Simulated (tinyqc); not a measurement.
Sheet resistance and Hall data of a diffused or implanted layer: one step, computed by the program tinyqc.

Carriers are taken equal to the net active doping down to the junction (full ionisation, which deep dopants in wide-gap hosts do not reach; no spill-over, no depletion), and the Hall factor is 1.

Problem. What the probes read. Collinear four-point probe on a large thin layer: V = I R_s ln(2)/pi. Van der Pauw on a symmetric sample: R = R_s ln(2)/pi as well. Hall voltage V_H = I B/(e x Hall sheet density); tangent of the Hall angle V_H/(I R_s).

Inputs (values chosen for the exercise, modelled on nitrogen in 4H-SiC): probe current I = 0.5 mA; magnetic field B = 1 T.

Profile: buried Gaussian (implant). Activation: limited by solubility.

sheet resistance R_s = 6.762085 ohm

Hall sheet density = 1.409816e+16 1/cm^2

Constants: e = 1.602176634e-19 C.

Give: four-point voltage; Hall voltage; tangent of the Hall angle.

Solution.

four-point voltage = 0.7460 mV

Hall voltage = 0.02214 mV

tangent of the Hall angle = 0.006547
